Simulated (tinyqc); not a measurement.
Fermi velocity from one capacitance.

Question. At zero temperature and without traps graphene has Cq = 2 q^3 phi/(pi hbar^2 vF^2), charge Cq phi/2, 1/C_G = 1/Cox + 1/Cq and Vg = phi + Cq phi/(2 Cox). Find Cq, phi, vF and n.

Constants: q = 1.602176634e-19 C, hbar = 1.054571817e-34 J s. Results are converted to the units shown.

Vg = 0.51565962 V
C_G = 1.4804531 uF/cm^2
Cox = 2.0312549 uF/cm^2

Solution. The series relation gives Cq, the voltage relation phi = Vg/(1 + Cq/(2 Cox)), and the formula for Cq then vF.

Cq = 5.460 uF/cm^2
phi = 0.2200 V
vF = 9.740e5 m/s
n = 3.748e12 cm^-2

tinyqc, about 0.01 s, one thread, Intel Xeon 2.30GHz (shared host): `OMP_NUM_THREADS=1 python tinyqc.py 2200142 2200143 out.jsonl`
